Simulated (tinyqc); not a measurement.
Worked calculation: implant damage, amorphisation by cascade overlap, and solid-phase epitaxial regrowth. Computed by tinyqc, a small Python program that keeps every step. Command: `OMP_NUM_THREADS=1 python tinyqc.py 3110277 3110278 out.jsonl sper walk`. One thread of a shared host (Intel(R) Xeon(R) Processor @ 2.30GHz), about 0.01 s of CPU time with the checks. Intermediate numbers are printed to about 5 digits and carried at full precision; extremes and crossings named in words are read from the listed rows.

Range and width of the damage are inputs. Dynamic annealing enters only through the surviving share f.

Inputs (values chosen for the exercise, modelled on arsenic ions in germanium): atomic density N = 44.2 1/nm^3; ion Z1 = 33; ion mass M1 = 74.9 u; target Z2 = 32; target mass M2 = 72.63 u; ion energy E = 110 keV; displacement energy E_d = 13 eV; depth of the damage peak R_d = 48 nm; width of the damage profile s_d = 22 nm; share of defects that survive f = 0.51; critical displaced share x_c = 0.15; dose Q = 2.3e+15 1/cm^2; overlaps needed n = 2; area amorphised by one track A_i = 1 nm^2; regrowth prefactor v0 = 2.7e+16 nm/s; regrowth energy E_a = 2.14 eV; anneal temperature = 353 C; rate relative to (100) = 1; peak enhancement by the dopant = 10; ramp rate = 21 K/s.

Constants: a_0 = 0.529177210903 angstrom; e^2/(4 pi eps_0) = 14.39964548 eV angstrom; k_B = 8.617333262e-05 eV/K.

## Damage energy and displacements per ion

Robinson partition: eps = E a M2/(Z1 Z2 (e^2/(4 pi eps_0)) (M1 + M2)), a = 0.8853 a_0/sqrt(Z1^(2/3) + Z2^(2/3)); k = 0.0793 Z1^(2/3) Z2^(1/2) (M1 + M2)^(3/2)/((Z1^(2/3) + Z2^(2/3))^(3/4) M1^(3/2) M2^(1/2)); damage energy T_d = E/(1 + k (eps + 0.40244 eps^(3/4) + 3.4008 eps^(1/6))); displacements nu = 0.8 T_d/(2 E_d).

reduced energy eps = 0.36969

k = 0.15614

damage energy T_d = 71.550 keV

T_d/E = 0.65046

displacements per ion nu = 2201.6

35 % of the energy goes to electrons.

## The amorphous layer

Displaced share x(z) = f nu Q exp(-(z - R_d)^2/(2 s_d^2))/(sqrt(2 pi) s_d N); the layer is amorphous where x > x_c, between R_d -/+ s_d sqrt(2 ln(x_max/x_c)), the upper edge being cut at the surface. Threshold dose Q_c = Q x_c/x_max.

peak displaced share x_max = 10.595

threshold dose Q_c = 3.2563e+13 1/cm^2

upper edge = 0 nm

lower edge = 112.20 nm

The layer reaches the surface. Caution: x above 1 counts atoms displaced more than once.

## Damage left below the interface

Displaced atoms per area beyond the lower edge z2: f nu Q (1/2) erfc((z2 - R_d)/(sqrt2 s_d)); they are not removed by regrowth.

share of the damage beyond z2 = 0.0017612

displaced atoms beyond z2 = 4.5481e+15 1/cm^2

## Layer against dose

The formulas are those given above.

Dose series; the last column is f nu Q erfc((z2 - R_d)/(sqrt2 s_d))/2:
```
Q (1/cm^2)   x_max  upper edge (nm)  lower edge (nm)  displaced atoms beyond z2 (1/cm^2)
3.58e+13    0.1649           38.422            57.58                          1.3331e+16
4.88e+13    0.2248           28.211            67.79                          1.0092e+16
8.14e+13    0.3750           18.220            77.78                          8.0357e+15
1.30e+14    0.5988           11.393            84.61                          7.0153e+15
2.28e+14    1.0503            4.596            91.40                          6.2088e+15
3.91e+14    1.8011            0.000            97.05                          5.6578e+15
8.14e+14    3.7496            0.000           103.82                          5.1059e+15
1.63e+15    7.5085            0.000           109.55                          4.7118e+15
```

A dose 46 times larger moves the lower edge from 57.6 to 110 nm, as the root of a logarithm, and the damage beyond it falls by a factor 2.8, since the edge lies on an ever steeper tail. The layer reaches the surface at Q_c exp(R_d^2/(2 s_d^2)) = 3.52e14 per cm^2.

## Overlap model

Gibbons model: a point turns amorphous after n + 1 hits; with y = A_i Q the amorphous share is 1 - exp(-y) sum_(k=0..n) y^k/k!. Doses are set by y.

Amorphous share:
```
y    Q (1/cm^2)  direct impact (n = 0)     given n
0.1    1.00e+13                0.09516  1.5465e-04
0.3    3.00e+13                0.25918  3.5995e-03
0.6    6.00e+13                0.45119  2.3115e-02
1.0    1.00e+14                0.63212  8.0301e-02
2.0    2.00e+14                0.86466  3.2332e-01
3.0    3.00e+14                0.95021  5.7681e-01
5.0    5.00e+14                0.99326  8.7535e-01
8.0    8.00e+14                0.99966  9.8625e-01
```

At small y the share grows as y^3; between the first rows the exponent is 2.86.

## Isothermal regrowth

v = v0 x orientation factor x exp(-E_a/(k_B T)) x [1 + (enhancement - 1) exp(-(z - R_d)^2/(2 s_d^2))], T = anneal temperature + 273.15 K; the dopant is taken to follow the damage profile; the lower front moves from the lower edge z2 to the surface, or to the middle (z1 + z2)/2 of a buried layer with upper edge z1; time = int dz/v; the equivalent undoped distance is that time times the undoped velocity.

undoped velocity = 0.16101 nm/s

distance to regrow = 112.20 nm

time without enhancement = 696.83 s

equivalent undoped distance = 32.927 nm

time with enhancement = 204.50 s

The rate doubles for each 11 K or so near this temperature.

## Regrowth during a ramp

On a linear ramp from 200 C regrowth ends at the T_f where int v_undoped dT/(ramp rate) equals the equivalent undoped distance.

temperature at which regrowth ends = 451.06 C

Checks made by the program: tail against quadrature of x(z) N (relative difference below 1e-10).
